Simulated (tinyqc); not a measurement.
Field-effect mobility of a thin-film transistor with band-tail and deep states (multiple trapping). From V_G - V_FB back to tail density at the edge g_t. Computed by tinyqc, a small Python program. Command: `OMP_NUM_THREADS=1 python tinyqc.py 3012533 3012534 out.jsonl tft inv`. One thread of a shared host (Intel(R) Xeon(R) Processor @ 2.30GHz), about 0.2 s of CPU time with the checks.

A thick film in accumulation at small drain voltage. Only free electrons move; trapped ones still screen the gate. N_c and mu_0 are held fixed when T changes, leaving out the T^(3/2) growth of N_c. x = E_0 - psi is the distance of the Fermi level below the band edge.

Inputs (values chosen for the exercise, modelled on nanocrystalline ZnO):

| quantity | value | unit |
|---|---|---|
| permittivity eps | 8.5 | - |
| effective density of states N_c | 4.2e+18 | 1/cm^3 |
| band mobility mu_0 | 34 | cm^2/(V s) |
| tail width E_t | 36 | meV |
| deep-state density g_d | 2.2e+17 | 1/(eV cm^3) |
| flat-band Fermi level below the edge, E_0 | 0.38 | eV |
| equivalent oxide thickness t | 74 | nm |
| surface band bending psi_s as a fraction of E_0 | 0.84 | - |
| temperature T | 200 | K |

Deep states: included.

Constants: k_B = 8.617333262e-05 eV/K; e = 1.602176634e-19 C; eps_0 = 8.8541878128e-12 F/m.

Method:
- F_j(eta) = int_0^infinity x^j/(1 + exp(x - eta)) dx, without a gamma-function factor.
- Integrals over x = E/(k_B T) use 160 Gauss-Legendre points in u = sqrt(x) from 0 to sqrt(max(eta, 0) + 32).
- Free n(x) = N_c (2/sqrt(pi)) F_1/2(-x/k_B T), with F_1/2 from its two-term series in exp(-x/k_B T) for x >= 12 k_B T; tail n_t(x) = int_0^1.2eV g_t exp(-E/E_t)/(1 + exp((x - E)/k_B T)) dE, E counted down from the edge, 120 Gauss-Legendre points; deep charge g_d psi; space charge rho(psi) = n + n_t + g_d psi less its value at psi = 0.
- Poisson: F(psi) = sqrt((2 e/(eps eps_0)) int_0^psi rho dpsi'); V_G - V_FB = psi_s + eps F(psi_s) t/3.9; free sheet density N_f = int (n - n(E_0))/F dpsi; induced sheet density N_i = eps eps_0 F(psi_s)/e; trapezoid rule on 301 even points in psi, the first interval left out of N_f.
- mu_eff = mu_0 N_f/N_i; field-effect mobility mu_FE = mu_0 e (dN_f/dV_G)/C_ox and swing S = dV_G/dlog10(N_f), by a central difference of +/- 2 mV in psi_s; C_ox = 3.9 eps_0/t.

Task: A run gave the result below. Find the tail density at the edge g_t, known to lie between 8.6e+19 and 1.4e+20 1/(eV cm^3).

V_G - V_FB = 2.598347 V

Result:

Each step takes the trial c = (a f_b - b f_a)/(f_b - f_a), f being the result less the target and a, b, c the logarithms of the listed values; c replaces end b, the old b replaces a if the sign of f changed, and otherwise f_a is halved.

Scan of the range:

| tail density at the edge g_t (1/(eV cm^3)) | V_G - V_FB (V) |
|---|---|
| 8.60e+19 | 2.49853 |
| 9.33e+19 | 2.56138 |
| 1.01e+20 | 2.62583 |
| 1.10e+20 | 2.69893 |
| 1.19e+20 | 2.76986 |
| 1.29e+20 | 2.84634 |
| 1.40e+20 | 2.92788 |

False position (Illinois rule, in the logarithm of the input) inside the bracket:

| step | end a | end b | trial | V_G - V_FB (V) |
|---|---|---|---|---|
| 1 | 9.33000e+19 | 1.01000e+20 | 9.76418e+19 | 2.59795 |
| 2 | 1.01000e+20 | 9.76418e+19 | 9.76895e+19 | 2.59834 |
| 3 | 1.01000e+20 | 9.76895e+19 | 9.76905e+19 | 2.59835 |
| 4 | 9.76895e+19 | 9.76905e+19 | 9.76900e+19 | 2.59835 |

V_G - V_FB rises at every point of a 13-point scan of the range (every second point is shown), so one value fits; it is bracketed by 9.33e19 and 1.01e20. Answer: tail density at the edge g_t = 9.769e19 1/(eV cm^3).
